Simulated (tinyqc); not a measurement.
Inputs raised by 2 %, one at a time: grain-boundary trapping model (Seto) of a polycrystalline semiconductor film. Computed by tinyqc, a small Python program. Command: `OMP_NUM_THREADS=1 python tinyqc.py 3014679 3014680 out.jsonl poly sens`. One thread of a shared host (Intel(R) Xeon(R) Processor @ 2.30GHz), about 0.01 s of CPU time with the checks.

Grains of equal size L are joined by thin boundaries with one trap level. Trapped carriers deplete a width W on each side and raise a barrier, crossed by thermionic emission. Dopants are fully ionised, statistics are non-degenerate and mu_g does not depend on T.

Inputs (values chosen for the exercise, modelled on polycrystalline silicon): permittivity eps = 11.7; effective mass m = 0.38 m_0; effective density of states at 300 K, N_c = 1.9e+19 1/cm^3; grain size L = 240 nm; trap density Q_t = 5.3e+12 1/cm^2; trap level E_t below the band edge = 0.28 eV; doping N = 6.2e+18 1/cm^3; mobility inside the grains mu_g = 81 cm^2/(V s); temperature T = 250 K.

Grain interior: resistance included.

Constants: k_B = 8.617333262e-05 eV/K; e = 1.602176634e-19 C; eps_0 = 8.8541878128e-12 F/m; m_0 = 9.1093837015e-31 kg; k_B = 1.380649e-23 J/K.

Method. N_c(T) = N_c (T/300 K)^(3/2). Filled traps Q = Q_t/(1 + (1/2) exp((E_t* - E_F)/k_B T)), where E_t* = e V_B - E_t and E_F are counted from the band edge at the grain centre. Partial depletion: Q = 2 N W, V_B = e N W^2/(2 eps eps_0), E_F = k_B T ln(N/N_c); solve for W. If that W would exceed L/2 the grain is fully depleted: W = L/2, Q = N L, and E_F follows from the trap equation. Centre density n_0 = N_c exp(E_F/k_B T). Boundary: sigma_b = L e^2 n_0 exp(-e V_B/k_B T)/sqrt(2 pi m k_B T); drift through the grain, depleted parts included: rho_g = [(1 - 2W/L) + (2W/L) int_0^1 exp(y^2 s^2) ds]/(e n_0 mu_g); rho = 1/sigma_b + rho_g. Mean carrier density n_av = n_0 [(1 - 2W/L) + (2W/L) (sqrt(pi)/2) erf(y)/y], y = sqrt(e V_B/k_B T); effective mobility 1/(e n_av rho).

Runs; columns: (1) input moved; (2) from; (3) to; (4) resistivity rho (ohm cm); (5) effective mobility (cm^2/(V s)); (6) barrier V_B (V); (7) mean carrier density (1/cm^3):
```
(1)                                               (2)        (3)       (4)     (5)       (6)         (7)
base run                                            -          -  0.029005  35.416  0.087561  6.0758e+18
grain size L (nm)                                 240      244.8  0.028680  35.803  0.087561  6.0783e+18
trap density Q_t (1/cm^2)                     5.3e+12  5.406e+12  0.031909  32.216  0.091094  6.0715e+18
trap level E_t below the band edge (eV)          0.28     0.2856  0.029010  35.411  0.087567  6.0758e+18
doping N (1/cm^3)                             6.2e+18  6.324e+18  0.027181  37.032  0.085847  6.2008e+18
effective mass m (m_0)                           0.38     0.3876  0.029137  35.257  0.087561  6.0758e+18
permittivity eps                                 11.7     11.934  0.027786  36.964  0.085846  6.0768e+18
mobility inside the grains mu_g (cm^2/(V s))       81      82.62  0.028696  35.799  0.087561  6.0758e+18
```

Exponents ln(y'/y) / ln(x'/x):
```
input                               resistivity rho  effective mobility  barrier V_B  mean carrier density
grain size L                                 -0.569               0.549        0.000                 0.020
trap density Q_t                              4.818              -4.782        1.997                -0.036
trap level E_t below the band edge            0.008              -0.008        0.004                 0.000
doping N                                     -3.280               2.253       -0.999                 1.028
effective mass m                              0.228              -0.228        0.000                 0.000
permittivity eps                             -2.168               2.161       -0.999                 0.008
mobility inside the grains mu_g              -0.542               0.542        0.000                 0.000
```

Which inputs matter most for each result?

Among the inputs moved here: resistivity rho answers most in size to trap density Q_t (exponent +4.818), next to doping N (-3.280). Effective mobility answers most in size to trap density Q_t (exponent -4.782), next to doping N (+2.253). Barrier V_B answers most in size to trap density Q_t (exponent +1.997), next to doping N (-0.999); its exponent is below 0.0005 for grain size L, effective mass m, mobility inside the grains mu_g. Its exponent 0.000 in grain size L: partial depletion. Its exponent +1.997 in trap density Q_t: V_B = e Q_t^2/(8 eps eps_0 N). Mean carrier density answers most in size to doping N (exponent +1.028), next to trap density Q_t (-0.036); its exponent is below 0.0005 for trap level E_t below the band edge, effective mass m, mobility inside the grains mu_g.

Caution (all rows): E_F is within 2 k_B T of the band edge, so non-degenerate statistics fail, and tunnelling through so thin a barrier adds to the current.
